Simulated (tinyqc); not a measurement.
CIS and TDHF on RHF in the 6-31g basis, for H2, spin multiplicity 1, step by step. One step of it, computed by the program tinyqc.

Task: Integrals over molecular orbitals. (pq|rs) = sum C_ip C_jq C_kr C_ls (ij|kl), one index at a time.

coefficients C:
```
            MO1        MO2        MO3        MO4
1H 1s  0.309291   0.143594   0.813544  -1.046804
1H 2s  0.298672   1.469957  -0.692688   1.276503
2H 1s  0.309291  -0.143594   0.813544   1.046804
2H 2s  0.298672  -1.469957  -0.692688  -1.276503
```

core Hamiltonian H = T + V (hartree), lower triangle:
```
           1H 1s      1H 2s      2H 1s      2H 2s
1H 1s  -0.875231
1H 2s  -0.876747  -0.898589
2H 1s  -0.648566  -0.695182  -0.875231
2H 2s  -0.695182  -0.803346  -0.876747  -0.898589
```

Two-electron integrals (ij|kl) in chemists' order, unique and non-zero (hartree):
```
(11|11) 1.076566   (21|11) 0.578470   (21|21) 0.329423   (22|11) 0.587396
(22|21) 0.361304   (22|22) 0.453150   (31|11) 0.310376   (31|21) 0.178381
(31|22) 0.197486   (31|31) 0.123779   (32|11) 0.298879   (32|21) 0.183257
(32|22) 0.225639   (32|31) 0.134706   (32|32) 0.165860   (33|11) 0.595797
(33|21) 0.374005   (33|22) 0.474543   (33|31) 0.310376   (33|32) 0.403789
(33|33) 1.076566   (41|11) 0.403789   (41|21) 0.230987   (41|22) 0.255157
(41|31) 0.134706   (41|32) 0.141731   (41|33) 0.298879   (41|41) 0.165860
(42|11) 0.450295   (42|21) 0.278939   (42|22) 0.355456   (42|31) 0.169302
(42|32) 0.204216   (42|33) 0.450295   (42|41) 0.204216   (42|42) 0.298608
(43|11) 0.374005   (43|21) 0.233862   (43|22) 0.299197   (43|31) 0.178381
(43|32) 0.230987   (43|33) 0.578470   (43|41) 0.183257   (43|42) 0.278939
(43|43) 0.329423   (44|11) 0.474543   (44|21) 0.299197   (44|22) 0.397308
(44|31) 0.197486   (44|32) 0.255157   (44|33) 0.587396   (44|41) 0.225639
(44|42) 0.355456   (44|43) 0.361304   (44|44) 0.453150
```

Give: one-electron integrals over orbitals h = C^T H C; Two-electron integrals over orbitals.

Result:

one-electron integrals over orbitals h = C^T H C (hartree), lower triangle:
```
         1        2        3       4
1  -1.1760
2   0.0000  -0.5742
3  -0.1530   0.0000  -0.1070
4   0.0000   0.2029   0.0000  0.1633
```

Two-electron integrals over orbitals (pq|rs), unique and non-zero (hartree):
```
(11|11) 0.6118    (21|21) 0.0919    (22|11) 0.4372    (22|22) 0.3919
(31|11) 0.1530    (31|22) 0.0579    (31|31) 0.1032    (32|21) -0.0086
(32|32) 0.0344    (33|11) 0.5200    (33|22) 0.3894    (33|31) 0.1197
(33|33) 0.4670    (41|21) -0.0809   (41|32) -0.0337   (41|41) 0.1260
(42|11) -0.1419   (42|22) -0.0622   (42|31) -0.0777   (42|33) -0.1073
(42|42) 0.0746    (43|21) -0.0989   (43|32) -0.0152   (43|41) 0.1256
(43|43) 0.1472    (44|11) 0.6206    (44|22) 0.4458    (44|31) 0.1887
(44|33) 0.5437    (44|42) -0.1673   (44|44) 0.6917
```
